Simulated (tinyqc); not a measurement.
Inside a calculation: shallow donor in an anisotropic valley (effective-mass theory). Values are carried at full precision from step to step, so a last printed digit may differ when a step is redone from the rounded ones.

Constants: Ry = 13.60569312 eV; a0 (Bohr radius) = 0.5291772105 angstrom; hbar^2/2m0 = 3.80998211 eV angstrom^2; e^2/(4 pi eps0) = 14.39964547 eV angstrom.

Values chosen for the exercise (near those of GaP; shifted at random, so the results belong to these values and not to a real crystal): ml = 2.037 m0 (longitudinal mass); mt = 0.26 m0 (transverse mass); eps = 11.1 (dielectric constant); a = 17.4 angstrom (trial radius across the axis); b = 8 angstrom (trial radius along the axis).

## Hydrogen-like estimates

Ry* = Ry m/eps^2 and a* = a0 eps/m for four choices of one mass: mt, the conductivity mass 3/(1/ml + 2/mt), the density-of-states mass (ml mt^2)^(1/3), and ml.

Estimates:
```
mass               m (m0)  Ry* (meV)  a* (angstrom)
mt                 0.2600      28.71          22.59
conductivity       0.3666      40.48          16.02
density of states  0.5164      57.02          11.37
ml                 2.0370     224.94           2.88
```

## Energy of one trial function

One valley: H = -c [(d2/dx2 + d2/dy2)/mt + (d2/dz2)/ml] - q/(eps r), c = hbar^2/2m0, q = e^2/(4 pi eps0). Trial function exp(-sqrt((x^2 + y^2)/a^2 + z^2/b^2)) with a > b: T = (c/3)(2/(mt a^2) + 1/(ml b^2)), V = -(q/eps) atan(u/b)/u, u = sqrt(a^2 - b^2). The central cell of the impurity is left out.

Evaluate T, V and E. Scaling both radii by f changes T to T/f^2 and V to V/f, so the best factor is f = -2T/V, with energy -V^2/(4T).

T = 42.009 meV
V = -91.768 meV
E = -49.759 meV
best scale factor = 0.9155
energy after scaling = -50.117 meV

The virial ratio -V/T is 2.185; it is 2 at the best scale. Scaling gains 0.358 meV.

## Scan over the shape

For each ratio b/a = 0.2, 0.3, ..., 0.9 the best scale follows from a = -2 T1/V1, with T1 and V1 taken at a = 1 angstrom.

Scan:
```
b/a  a (angstrom)  b (angstrom)  E (meV)
0.2         27.97          5.59  -32.414
0.3         19.39          5.82  -44.388
0.4         16.66          6.66  -49.256
0.5         15.64          7.82  -50.164
0.6         15.30          9.18  -49.149
0.7         15.28         10.70  -47.268
0.8         15.44         12.35  -45.046
0.9         15.70         14.13  -42.742
```

The best listed ratio is 0.5; (mt/ml)^(1/2) = 0.36 and (mt/ml)^(1/3) = 0.50 are common guesses.

## The minimum

Minimise over a and b. The Mott estimate n_c = (0.25/a_m)^3 uses a_m = (a^2 b)^(1/3); 1/angstrom^3 = 1e24/cm^3.

a = 15.73 angstrom
b = 7.63 angstrom
E = -50.187 meV
a_m = 12.36 angstrom
n_c = 8.28 x 1e18/cm^3

b/a = 0.485. The binding energy is 1.748 times Ry*(mt). The central cell of a real donor shrinks the orbit and raises n_c.

## Checks

- Energy from 21 anisotropic Gaussians against the two-parameter function, meV: -50.31 against -50.19.

Computed by tinyqc, a small Python program: `OMP_NUM_THREADS=1 python tinyqc.py 1280720 1280721 out.jsonl` (the numbers bound the seed that draws the inputs); one thread of a shared host (Intel(R) Xeon(R) Processor @ 2.30GHz), about 0.01 s for the whole set of steps.
